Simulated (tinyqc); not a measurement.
Schottky barriers and band offsets from neutrality levels: one step. The density of gap states that S implies. Four cases, with inputs chosen for the exercise.

Task: S and PhiN are those of material 1, from the metal contact. In the picture of a dipole layer, S = 1/(1 + 4 pi (e^2/4 pi eps0) D dl/ei) with D states per area and energy. The charge in the gap states is D (WM - PhiN) S electrons missing per area, and the dipole step is (1 - S)(WM - PhiN). 1 angstrom^-2 = 1e16 cm^-2.

Constants: e^2/(4 pi eps0) = 14.39964547 eV angstrom.

Case 1.

Values chosen: WM = 4.28 eV (work function of a metal); dl = 2.8 angstrom (width of the interface dipole layer); ei = 2 (its dielectric constant).

S = 0.078162
PhiN = 4.78000 eV

Case 2.

Values chosen: WM = 4.3 eV (work function of a metal); dl = 4.3 angstrom (width of the interface dipole layer); ei = 1.5 (its dielectric constant).

S = 0.126492
PhiN = 5.26000 eV

Case 3.

Values chosen: WM = 4.91 eV (work function of a metal); dl = 4.2 angstrom (width of the interface dipole layer); ei = 1 (its dielectric constant).

S = 0.372995
PhiN = 4.14000 eV

Case 4.

Values chosen: WM = 4.64 eV (work function of a metal); dl = 5 angstrom (width of the interface dipole layer); ei = 2 (its dielectric constant).

S = 0.123102
PhiN = 5.33000 eV

Give: D; electrons missing from the gap states (negative: in excess); dipole step.

Result:

Case 1.

D = 4.656e+14 1/(cm^2 eV)
electrons missing from the gap states (negative: in excess) = -1.82e+13 cm^-2
dipole step = -0.461 eV

A surface holds about 1e15 atoms per cm^2, so 1.8 % of an electron per atom makes this step.

Case 2.

D = 1.331e+14 1/(cm^2 eV)
electrons missing from the gap states (negative: in excess) = -1.62e+13 cm^-2
dipole step = -0.839 eV

A surface holds about 1e15 atoms per cm^2, so 1.6 % of an electron per atom makes this step.

Case 3.

D = 2.212e+13 1/(cm^2 eV)
electrons missing from the gap states (negative: in excess) = 6.35e+12 cm^-2
dipole step = 0.483 eV

A surface holds about 1e15 atoms per cm^2, so 0.6 % of an electron per atom makes this step.

Case 4.

D = 1.575e+14 1/(cm^2 eV)
electrons missing from the gap states (negative: in excess) = -1.34e+13 cm^-2
dipole step = -0.605 eV

A surface holds about 1e15 atoms per cm^2, so 1.3 % of an electron per atom makes this step.

Computed by tinyqc, one run a case: `OMP_NUM_THREADS=1 python tinyqc.py N N+1 out.jsonl` with N = 1851297, 1880011, 1880181, 1880378; one thread of a shared Intel(R) Xeon(R) Processor @ 2.30GHz, about 0.01 s a run at most.
